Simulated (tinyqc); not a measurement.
Inside a calculation: Slater-Koster d bands of a bcc metal. Values are carried at full precision from step to step, so a last printed digit may differ when a step is redone from the rounded ones.

Slater-Koster d bands. For a bond with direction cosines (l, m, n) the 5 x 5 block is dds Ps + ddp Pp + ddd (1 - Ps - Pp), the projectors on sigma, pi and delta states about the bond; for instance <xy|xy> = 3 l^2 m^2 dds + (l^2 + m^2 - 4 l^2 m^2) ddp + (n^2 + l^2 m^2) ddd, <xy|yz> = 3 l m^2 n dds + l n (1 - 4 m^2) ddp + l n (m^2 - 1) ddd and <3z2-r2|3z2-r2> = (n^2 - (l^2 + m^2)/2)^2 dds + 3 n^2 (l^2 + m^2) ddp + (3/4)(l^2 + m^2)^2 ddd. H(k) sums the blocks times cos(k.R) over the neighbours; the d level is the zero of energy; k in 2 pi/a.

Parameters, chosen for this exercise (of the size met in Ta; the results hold for these values, not for the real material):
- dds = -1.297 eV (dd sigma)
- ddp = 0.61 eV (dd pi)
- ddd = -0.065 eV (dd delta)
- f2 = 0.487 (factor on all three integrals for second neighbours)
- k = (0.7, 0.03, 0) 2 pi/a (wave vector)
- Nd = 4 (d electrons per atom)

## The block of one bond

Direction (1,1,1)/sqrt3; its eigenvalues must be dds once, ddp twice and ddd twice.

block (eV), rows xy, yz, zx, x2-y2, 3z2-r2 and columns alike:
```
[[-0.3257, -0.4857, -0.4857, 0, -0.2598],
 [-0.4857, -0.3257, -0.4857, -0.2250, 0.1299],
 [-0.4857, -0.4857, -0.3257, 0.2250, 0.1299],
 [0, -0.2250, 0.2250, 0.3850, 0],
 [-0.2598, 0.1299, 0.1299, 0, 0.3850]]
```

## Levels at Gamma

Neighbours: eight at (a/2)(1,1,1) and equivalents, and six at a(1,0,0) and equivalents with the integrals times f2.

Summing the blocks at k = 0 gives E(t2g) = (8/3) dds + (16/9) ddp + (32/9) ddd + f2 (4 ddp + 2 ddd), E(eg) = (16/3) ddp + (8/3) ddd + f2 (3 dds + 3 ddd).

levels (eV): t2g (threefold) -1.4804, eg (twofold) 1.0901

The t2g level lies lower, by 2.5705 eV.

## The Hamiltonian at one k

Sum over the neighbours.

H(k) (eV), rows xy, yz, zx, x2-y2, 3z2-r2 and columns alike:
```
[[1.8613, 0, 0, 0, 0.1582],
 [0, 2.7219, 0.2958, 0, 0],
 [0, 0.2958, 1.8729, 0, 0],
 [0, 0, 0, -2.5142, -0.6710],
 [0.1582, 0, 0, -0.6710, -3.3102]]
```

## Levels and character

Diagonalise H; t2g is xy, yz, zx and eg the other two.

levels (eV): [-3.6957, -2.1336, 1.7800, 1.8662, 2.8148]

weights, rows t2g, eg; columns band 1, band 2, band 3, band 4, band 5:
```
[[0.001, 0.000, 1.000, 0.999, 1.000],
 [0.999, 1.000, 0.000, 0.001, 0.000]]
```

## Levels at points of symmetry

Coordinates: G (0, 0, 0), H (1, 0, 0), N (0.5, 0.5, 0), P (0.5, 0.5, 0.5); the others lie half way.

Levels (eV):
```
k        band 1  band 2  band 3  band 4  band 5
G        -1.480  -1.480  -1.480   1.090   1.090
G-H 0.5  -1.863  -0.063  -0.063   0.537   1.252
H        -5.070  -5.070   3.730   3.730   3.730
N        -3.822  -3.003   1.215   1.863   3.949
P        -1.125  -1.125  -1.125   1.990   1.990
P-G 0.5  -2.519  -2.519   1.313   1.313   1.826
G-N 0.5  -2.651  -1.869   0.780   1.234   1.477
```

On these points the bands run from -5.070 (H) to 3.949 eV (N).

## Second moment and the rectangular band

mu2 = z (dds^2 + 2 ddp^2 + 2 ddd^2)/5 per orbital, with z = 8 + 6 f2^2. A rectangular band with the same mu2 has width W = sqrt(12 mu2), Fermi level W (Nd/10 - 1/2) and bond energy -W Nd (10 - Nd)/20 (Friedel).

mu2 = 4.5887 eV^2
W = 7.4206 eV
Fermi level = -0.7421 eV
bond energy per atom = -8.9047 eV

The bond energy is the attractive part alone; the repulsion between atoms, left out, cancels a large share of it in the cohesive energy.

## Checks

- Levels at Gamma from the formulas against H(0): they agree to 1e-10 or better.
- Second moment from the formula against the mean square level on the mesh: both 4.58874.

(tinyqc, `OMP_NUM_THREADS=1 python tinyqc.py 1481734 1481735 out.jsonl`, Intel(R) Xeon(R) Processor @ 2.30GHz, 1 thread, shared host, about 0.04 s.)
